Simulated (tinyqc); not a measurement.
MOS capacitor on an n-type substrate, surface potential from the exact charge relation: one step of the calculation.

Uniform n-type substrate, Boltzmann statistics, full ionisation, classical densities. psi is the surface potential against the body (positive when the bands bend down) and u = -psi/Vt. Traps are spread evenly over the gap and neutral at flat band, so their charge is -q Dit psi; the minority quasi-Fermi level is shifted by Vb.

Task. Newton step for the surface potential. u = -psi/Vt; F^2 = exp(-u) + u - 1 + r (exp(u) - u - 1); Qs = +sign(u) Q0 F; Cs = -dQs/dpsi = (Q0/Vt) |1 - exp(-u) + r (exp(u) - 1)|/(2 F). f = Vfb + psi + (q Dit psi - Qs)/Cox - Vg, f' = 1 + (Cs + q Dit)/Cox, psi(new) = psi - f/f'.

Values chosen for this exercise; band and dielectric values those of a made-up semiconductor: temperature T = 325 K; density of interface traps Dit = 0 cm^-2 eV^-1; gate voltage against the body Vg = -4.09 V.

Constants: q = 1.602176634e-19 C, kB = 1.380649e-23 J/K, Vt = kB T/q. Results are converted to the units shown.

psi after iteration 1 = -2.8069670 V
Cox = 0.23020888 uF/cm^2
Vfb = 0.28588774 V
Q0 = 7.9808939 nC/cm^2
r = 2.4112776e-36

Give: u; F; Qs; Cs; f; f'; psi after iteration 2.

Result.

u = 100.2
F = 9015
Qs = 7.195e4 nC/cm^2
Cs = 1284 uF/cm^2
f = -311.0 V
f' = 5581
psi after iteration 2 = -2.751 V

This iterate lies far beyond the solution, so its charge is not a physical one.

Program tinyqc, `OMP_NUM_THREADS=1 python tinyqc.py 2060023 2060024 out.jsonl`; Intel Xeon 2.30GHz, shared host, one thread, about 0.01 s.
